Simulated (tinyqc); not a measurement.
Berg model of reactive sputtering of a nitride or oxide: poisoning, hysteresis and pumping speed: one step, computed by the program tinyqc. Command: `OMP_NUM_THREADS=1 python tinyqc.py 3012405 3012406 out.jsonl berg walk`. One thread of a shared host (Intel(R) Xeon(R) Processor @ 2.30GHz), about 0.07 s of CPU time with the checks.

A diatomic gas reacts with bare metal on the target and on the collecting surfaces; ions remove metal and compound from the target. theta_t and theta_c are the compound fractions.

Question. Critical pumping speed. Ion flux j = J/e; gas flux F = P/sqrt(2 pi M k_B T). Target: (2/z) alpha F (1 - theta_t) = j Y_c theta_t. Sputtered flows F_c = j Y_c theta_t A_t, F_m = j Y_m (1 - theta_t) A_t. Collector: (2/z) alpha F (1 - theta_c) A_c + F_c (1 - theta_c) = F_m theta_c. Gas use Q = alpha F [(1 - theta_t) A_t + (1 - theta_c) A_c] + P S/(k_B T); 1 sccm = 4.4780e17 molecules/s. Rate R = F_m + F_c, given relative to j Y_m A_t. P is a single-valued function of the flow Q only if dQ/dP > 0 everywhere: S must exceed k_B T times the steepest fall of the surface terms with P.

Inputs (values chosen for the exercise, close to those used for aluminium oxide): ion current density J = 26 mA/cm^2; target area A_t = 210 cm^2; collecting area A_c = 1800 cm^2; metal yield Y_m = 1; compound yield Y_c = 0.048; sticking coefficient alpha = 0.48; reactive atoms per metal atom z = 1.5; gas mass M = 32 u; pumping speed S = 60 l/s; gas temperature T = 300 K.

Constants: e = 1.602176634e-19 C; u = 1.6605390666e-27 kg; k_B = 1.380649e-23 J/K.

Give: pressure of the steepest fall; critical pumping speed.

Answer.

pressure of the steepest fall = 0.0136 Pa

critical pumping speed = 633 l/s

S is 0.09 times the critical value: the flow curve is S-shaped and flow control shows hysteresis.
